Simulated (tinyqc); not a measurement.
From results back to parameters: two-band tight binding of a puckered layer. Three cases, with inputs chosen for the exercise.

Problem. In the two-band model of a puckered layer with hoppings t1 to t5, along y the masses are c/(gy + ey) for electrons and c/(gy - ey) for holes, with gy = -ay^2 (t1 + t3)/4, ey = -t4 ay^2/2, c = hbar^2/2m0; the gap is 2 (t2 + 2 t1 + 2 t3 + t5). The values below come from hidden hoppings.

Constants: hbar^2/2m0 = 3.80998211 eV angstrom^2.

Find: t1 + t3, t4, t2 + t5.

Method. The mean of c/m gives gy and half the difference ey; the gap then gives t2 + t5.

Case 1.

Values chosen (out of a larger set: near a published set for monolayer black phosphorus; not measured data): ay = 3.26 angstrom (period along y (zigzag)).

masses along y (m0): electron 0.892899, hole 1.173482

gap = 1.6280 eV

Solution.

t1 + t3, t4, t2 + t5 (eV): -1.414  -0.096  3.642

Case 2.

Values chosen (out of a larger set: near a published set for monolayer black phosphorus; not measured data): ay = 3.29 angstrom (period along y (zigzag)).

masses along y (m0): electron 0.875054, hole 1.149357

gap = 1.5180 eV

Solution.

t1 + t3, t4, t2 + t5 (eV): -1.417  -0.096  3.593

Case 3.

Values chosen (out of a larger set: near a published set for monolayer black phosphorus; not measured data): ay = 3.25 angstrom (period along y (zigzag)).

masses along y (m0): electron 0.888992, hole 1.191440

gap = 1.6640 eV

Solution.

t1 + t3, t4, t2 + t5 (eV): -1.417  -0.103  3.666

Computed by tinyqc, one run a case: `OMP_NUM_THREADS=1 python tinyqc.py N N+1 out.jsonl` with N = 1482554, 1482705, 1482877; one thread of a shared Intel(R) Xeon(R) Processor @ 2.30GHz, about 0.01 s a run at most.
